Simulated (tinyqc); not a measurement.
Diamond against structures with more neighbours: Stillinger-Weber potential for a tetrahedral semiconductor. Computed by tinyqc, a small Python program. Command: `OMP_NUM_THREADS=1 python tinyqc.py 3018015 3018016 out.jsonl swsi walk`. One thread of a shared host (Intel(R) Xeon(R) Processor @ 2.30GHz), about 0.03 s of CPU time with the checks.

With x = r/sigma: pair term eps A (B x^-4 - 1) exp(1/(x - a)); for each pair of neighbours j, k of atom i, three-body term eps lambda exp(gamma/(x_ij - a) + gamma/(x_ik - a)) (cos theta_jik + 1/3)^2; both vanish beyond x = a. A = 7.049556277, B = 0.6022245584, a = 1.8.

Inputs (values chosen for the exercise, modelled on silicon):
```
quantity                    value      unit
energy scale eps            2.178        eV
length scale sigma          2.088  angstrom
three-body strength lambda   22.7         -
gamma                         1.2         -
```

Method. Each structure is relaxed in its neighbour distance d (lowest minimum for d between sigma and 1.7 sigma), with all neighbours inside the cut-off, second shells too where they fall inside.

Energies per atom (eV):
```
structure     first neighbours  d (angstrom)     pair  three-body    total  volume (angstrom^3)
diamond                      4        2.3437  -4.3560      0.0000  -4.3560               19.820
simple cubic                 6        2.6200  -5.5707      1.6154  -3.9553               17.985
bcc                          8        2.8154  -6.1614      2.2673  -3.8941               17.180
fcc                         12        2.9380  -6.1178      2.3460  -3.7718               17.933
```

What follows from these numbers?

The order is diamond < simple cubic < bcc < fcc, the lowest two 0.401 eV apart. Against diamond the pair energy changes by -1.21 (simple cubic), -1.81 (bcc), -1.76 (fcc) eV, while angles away from 109.47 degrees cost 1.62, 2.27, 2.35 eV; the bonds stretch to 2.94 angstrom in fcc to weaken that penalty.

Extremes, crossings and ranges named in words are read from the listed rows.
